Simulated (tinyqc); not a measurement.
# The trial binding against the radius

Model: donor or exciton in a quantum well (variational effective-mass method). Computed by tinyqc, a small Python program. Command: `OMP_NUM_THREADS=1 python tinyqc.py 3001554 3001555 out.jsonl welldonor sweep`. One thread of a shared host (Intel(R) Xeon(R) Processor @ 2.30GHz), about 0.06 s of CPU time with the checks.

H = -nabla^2 - 2/|r - r_i| + V(z) in effective units; trial function psi = f(z) exp(-|r - r_i|/lambda), f the ground state of the well. Mass and screening are the same in well and barrier; l = L/a* is the width in effective units. Bands are flat: no polarisation or applied field.

Inputs (values chosen for the exercise, for a model semiconductor): electron mass m = 0.225 m_0; dielectric constant eps = 11.8; well width L = 10 nm; donor position z_i/L from the centre = 0.5.

Centre: donor. Barriers: infinite.

Constants: Ry = 13.605693123 eV; a_0 = 0.529177210903 angstrom.

Method:
- Ry* = Ry m/eps^2, a* = a_0 eps/m; l = L/a*.
- k = pi/l; f = cos(k z) inside and zero outside; subband energy k^2 Ry*.
- Binding E_b(lambda) = -1/lambda^2 + 4 A/(lambda B), with A = int f^2 exp(-2 s/lambda) dz, B = int f^2 exp(-2 s/lambda)(1 + 2 s/lambda) dz and s = |z - z_i|; 40 Gauss-Legendre points on each piece between the walls at z = -l/2 and l/2 and z_i.

One run for each value:
```
trial radius lambda (a*)  E_b(lambda) (Ry*)   B (a*)
0.4                                 -3.6067  0.04102
0.6                                 -0.9105  0.11506
0.8                                 -0.0674  0.21888
1.0                                  0.2776  0.33778
1.2                                  0.4393  0.45978
1.4                                  0.5201  0.57741
1.6                                  0.5605  0.68682
1.8                                  0.5791  0.78651
2.0                                  0.5854  0.87626
```

What does the table show, and why?

Over the rows, E_b(lambda) (Ry*) rises from -3.61 to 0.585; B (a*) rises from 0.0410 to 0.876 (exponent d ln y / d ln x 2.5 between the first rows and 1.0 between the last). A small radius costs kinetic energy as 1/lambda^2 and a large one loses attraction.
